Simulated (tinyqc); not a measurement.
Which input was changed? Model: thermal stress, cracking, delamination and buckling of a thin film; Griffith cracks and misfitting inclusions. Computed by tinyqc, a small Python program. Command: `OMP_NUM_THREADS=1 python tinyqc.py 3004328 3004329 out.jsonl filmcrack which`. One thread of a shared host (Intel(R) Xeon(R) Processor @ 2.30GHz), about 0.1 s of CPU time with the checks.

Isotropic linear elasticity; the substrate is much thicker than the film; stress is positive in tension.

Inputs (values chosen for the exercise, modelled on a porous low-k oxide on silicon):
```
quantity,value,unit
film Young's modulus E,7.85,GPa
film Poisson ratio nu,0.24,-
film expansion alpha_f,12.1,1e-6/K
substrate expansion alpha_s,3.1,1e-6/K
deposition temperature T_d,525,K
final temperature T,300,K
intrinsic stress,17,MPa
film thickness h,3.3,micrometre
film toughness Gamma_f,1.57,J/m^2
interface toughness Gamma_i,1.6,J/m^2
substrate Young's modulus E_s,151,GPa
substrate Poisson ratio nu_s,0.28,-
flaw half length a,15,micrometre
substrate surface energy gamma_s,1.2,J/m^2
```

Method:
- Thermal strain = (alpha_f - alpha_s)(T_d - T); stress = E/(1 - nu) x strain + intrinsic stress; plane-strain modulus Ebar = E/(1 - nu^2); G0 = stress^2 h/(2 Ebar) is the energy freed per area when a long strip loses its stress across its width.
- Dundurs alpha = (Ebar - Ebar_s)/(Ebar + Ebar_s), with Ebar_s = E_s/(1 - nu_s^2). The channel-crack factor is taken as g = 1.258 (1 - alpha)^(-0.7), a rough interpolation chosen for the exercise (1.258 is the value for matched materials).
- Channel crack through the film: G = pi g G0, critical thickness where G = Gamma_f. Steady delamination from an edge: G = G0, critical thickness where G = Gamma_i.
- Through crack of length 2a in plane strain: K_Ic = sqrt(2 gamma_s E_s/(1 - nu_s^2)); fracture stress = K_Ic/sqrt(pi a). An edge crack of depth a has K larger by 1.1215.

Task: One of these inputs alone was changed, within the range given: deposition temperature T_d (330 to 1050); intrinsic stress (8.5 to 34); film toughness Gamma_f (0.785 to 3.14); substrate surface energy gamma_s (0.6 to 2.4). Which one, and to what value?

Results:
```
run,critical thickness for channelling (micrometre),film stress (MPa),"fracture stress, inner crack (MPa)"
before,7.22323,37.91612,91.34868
after,13.91431,27.31862,91.34868
```

Result:

Each candidate set to reproduce critical thickness for channelling, and what it then gives:
```
candidate,range searched,value needed,film stress (MPa),"fracture stress, inner crack (MPa)"
deposition temperature T_d (K),330 to 1050,411.0,27.319,91.349
intrinsic stress (MPa),8.5 to 34,out of reach,-,-
film toughness Gamma_f (J/m^2),0.785 to 3.14,3.024,37.916,91.349
substrate surface energy gamma_s (J/m^2),0.6 to 2.4,no effect,-,-
```

Only deposition temperature T_d fits every result: it went from 525 to 411 K. The next best candidate, film toughness Gamma_f, misses one result by 39 %.

Caution: at a stress above 0.4 % of E a ductile film would yield, and the elastic value is then an upper bound; a brittle film in tension cracks instead.
